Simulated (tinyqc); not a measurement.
MOS inversion layer, Poisson-Schroedinger loop: two steps of the calculation.

Electrons confined at an insulator interface at z = 0, treated as a hard wall; parabolic valleys, Hartree approximation, no image or exchange terms. The depletion charge lies far deeper than the electrons and gives a uniform field q Nd/(eps0 eps_r); the gate balances all charge. Energies are counted from the band edge at the interface.

Parameters, values chosen for the exercise; masses and permittivity close to those of silicon (100): temperature T = 300 K; mass along z of valley set A (2 valley(s)) mz1 = 0.907 m0; in-plane density-of-states mass of set A md1 = 0.188 m0; mass along z of valley set B (4 valley(s)) mz2 = 0.19 m0; in-plane density-of-states mass of set B md2 = 0.425 m0; sheet density of electrons Ns = 6.5e11 cm^-2; extra shift of set B (strain) dE = 0 eV; mesh step hz = 1.2 nm.

Constants: q = 1.602176634e-19 C, kB = 1.380649e-23 J/K, hbar = 1.054571817e-34 J s, m0 = 9.1093837015e-31 kg, Vt = kB T/q, hbar^2/(2 m0) = 0.0380998212 eV nm^2. Results are converted to the units shown.

Question 1. Fermi level and occupations. Level k holds N_k = D_k Vt ln(1 + exp((EF - E_k)/Vt)) with D = 2 md1 m0 q/(pi hbar^2) for the set A, D = 4 md2 m0 q/(pi hbar^2) for the set B per eV (spin included); EF is fixed by sum N_k = Ns.

levels (eV): A1 0.03887281, A2 0.06354075, B1 0.06330000, B2 0.10141180

Wanted: EF; N_k.

Answer 1.

EF = -0.040901 eV
N_k (cm^-2): A1 1.8143e11, A2 7.0834e10, B1 3.2323e11, B2 7.4509e10

Question 2. Converged levels, occupations and centroid. Tridiagonal Hamiltonian with psi = 0 one step beyond both ends: H_ii = C (1/m_(i-1/2) + 1/m_(i+1/2))/hz^2 + V0_i + U_i (+ dE for the set B), H_(i,i+1) = -C/(m_(i+1/2) hz^2), C = hbar^2/(2 m0). The lowest 2 level(s) of each valley set are kept, normalised to hz sum |psi|^2 = 1. The mass is the same on all intervals.

Solve for the levels with V0 + U, find EF, n_i = sum_k N_k |psi_k|^2 (in cm^-3); share of each level N_k/Ns; centroid sum n z/sum n.

```
node	z (nm)	fixed potential V0 (eV)	converged U (eV)
1	1.2	0.00754475	0.011961141
2	2.4	0.01508950	0.021618518
3	3.6	0.02263425	0.028438293
4	4.8	0.03017899	0.032921645
5	6	0.03772374	0.035700454
6	7.2	0.04526849	0.037435057
7	8.4	0.05281324	0.038539752
8	9.6	0.06035799	0.039224390
9	10.8	0.06790274	0.039619022
10	12	0.07544748	0.039826000
11	13.2	0.08299223	0.039924167
12	14.4	0.09053698	0.039966301
13	15.6	0.09808173	0.039982708
14	16.8	0.10562648	0.039988513
15	18	0.11317123	0.039990369
16	19.2	0.12071597	0.039990894
17	20.4	0.12826072	0.039991015
18	21.6	0.13580547	0.039991033
```

Wanted: levels; EF; shares; n; centroid.

Answer 2.

levels (eV): A1 0.0483, A2 0.0759, B1 0.0760, B2 0.1157
EF = -0.02900 eV
shares (%): A1 30.67, A2 10.71, B1 48.15, B2 10.47
n, node 1 to 18 (in units of 1e18 cm^-3): 1.043  1.285  1.058  0.772  0.473  0.285  0.190  0.131  0.085  0.049  0.025  0.012  0.005  0.002  0.001  0.000  0.000  0.000
centroid = 4.012 nm

Computed by the program tinyqc: `OMP_NUM_THREADS=1 python tinyqc.py 2160125 2160126 out.jsonl`, one thread of a shared Intel Xeon 2.30GHz, about 0.8 s for the whole run.
